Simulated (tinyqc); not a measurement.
Bulk resistivity and mean free path from two films.

Inverse problem. In the thick-film limit single-crystal films obey rho = rho0 (1 + 3 (1 - ps) lam/(8 d)). Find rho0, lam and the product rho0 lam.

Inputs (values chosen for the exercise): specular share of surface scattering ps = 0.4.

rho at d = 73 and 300 nm (uohm cm): 1.9320548  1.7716000

Solution. rho is a straight line in 1/d: the intercept is rho0 and the slope (3/8)(1 - ps) rho0 lam. Without ps only the product (1 - ps) lam could be found.

rho0 = 1.720 uohm cm
lam = 40.00 nm
rho0 lam = 68.80 uohm cm nm

Computed by the program tinyqc: `OMP_NUM_THREADS=1 python tinyqc.py 2100076 2100077 out.jsonl`, one thread of a shared Intel Xeon 2.30GHz, about 0.01 s for the whole run.
